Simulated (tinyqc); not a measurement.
From results back to parameters: two-level Kane dispersion of a narrow-gap semiconductor. Five cases, with inputs chosen for the exercise.

Problem. In the two-level Kane model E = Eg/2 + sqrt(Eg^2/4 + (2/3) Ep c k^2), c = hbar^2/2m0, and the momentum mass is m(k) = (3/(2 Ep)) sqrt(Eg^2 + (8/3) Ep c k^2). It is given at the Fermi wave vectors kF = (3 pi^2 n)^(1/3) of two densities (1 cm^-3 = 1e-24 angstrom^-3).

Constants: hbar^2/2m0 = 3.80998211 eV angstrom^2.

Case 1.

Values chosen (out of a larger set: near those of grey Sn; not measured data): n12 = (2.6e+15, 3.1e+17) cm^-3 (two densities).

masses at the two densities (m0): 0.02845143  0.03519092

Case 2.

Values chosen (out of a larger set: near those of grey Sn; not measured data): n12 = (9.6e+15, 4e+17) cm^-3 (two densities).

masses at the two densities (m0): 0.02771131  0.03526235

Case 3.

Values chosen (out of a larger set: near those of GaSb; not measured data): n12 = (8.1e+15, 4.5e+17) cm^-3 (two densities).

masses at the two densities (m0): 0.04295285  0.04780013

Case 4.

Values chosen (out of a larger set: a narrow-gap II-VI alloy; not measured data): n12 = (1.7e+15, 5.1e+17) cm^-3 (two densities).

masses at the two densities (m0): 0.02144207  0.03416484

Case 5.

Values chosen (out of a larger set: near those of grey Sn; not measured data): n12 = (9.5e+15, 1.6e+18) cm^-3 (two densities).

masses at the two densities (m0): 0.02893567  0.04646624

Find: kF^2; Ep; edge mass; |Eg|.

Solution.

Case 1.

kF^2 (1/angstrom^2): 1.8097e-05  0.00043838

Ep = 22.4 eV
edge mass = 0.02813 m0
|Eg| = 0.420 eV

m^2 = m0*^2 + (6 c/Ep) kF^2 is a straight line in kF^2: the slope gives Ep, the intercept the edge mass, and |Eg| = (2/3) Ep m0*. The sign of Eg does not enter. For Eg < 0 the edge mass does not depend on Dso, which enters only as EF nears it.

Case 2.

kF^2 (1/angstrom^2): 4.3231e-05  0.00051958

Ep = 22.9 eV
edge mass = 0.02692 m0
|Eg| = 0.411 eV

m^2 = m0*^2 + (6 c/Ep) kF^2 is a straight line in kF^2: the slope gives Ep, the intercept the edge mass, and |Eg| = (2/3) Ep m0*. The sign of Eg does not enter. For Eg < 0 the edge mass does not depend on Dso, which enters only as EF nears it.

Case 3.

kF^2 (1/angstrom^2): 3.8601e-05  0.00056203

Ep = 27.2 eV
edge mass = 0.04257 m0
|Eg| = 0.772 eV

m^2 = m0*^2 + (6 c/Ep) kF^2 is a straight line in kF^2: the slope gives Ep, the intercept the edge mass, and |Eg| = (2/3) Ep m0*. The sign of Eg does not enter. The two-level form takes Dso as infinite, which overstates the mass where Dso is not large against Eg.

Case 4.

kF^2 (1/angstrom^2): 1.3633e-05  0.00061093

Ep = 19.3 eV
edge mass = 0.02106 m0
|Eg| = 0.271 eV

m^2 = m0*^2 + (6 c/Ep) kF^2 is a straight line in kF^2: the slope gives Ep, the intercept the edge mass, and |Eg| = (2/3) Ep m0*. The sign of Eg does not enter. The two-level form takes Dso as infinite, which overstates the mass where Dso is not large against Eg.

Case 5.

kF^2 (1/angstrom^2): 4.2930e-05  0.0013093

Ep = 21.9 eV
edge mass = 0.02815 m0
|Eg| = 0.411 eV

m^2 = m0*^2 + (6 c/Ep) kF^2 is a straight line in kF^2: the slope gives Ep, the intercept the edge mass, and |Eg| = (2/3) Ep m0*. The sign of Eg does not enter. For Eg < 0 the edge mass does not depend on Dso, which enters only as EF nears it.

Computed by tinyqc, one run a case: `OMP_NUM_THREADS=1 python tinyqc.py N N+1 out.jsonl` with N = 1051285, 1051293, 1051297, 1051313, 1051321; one thread of a shared Intel(R) Xeon(R) Processor @ 2.30GHz, about 0.01 s a run at most.
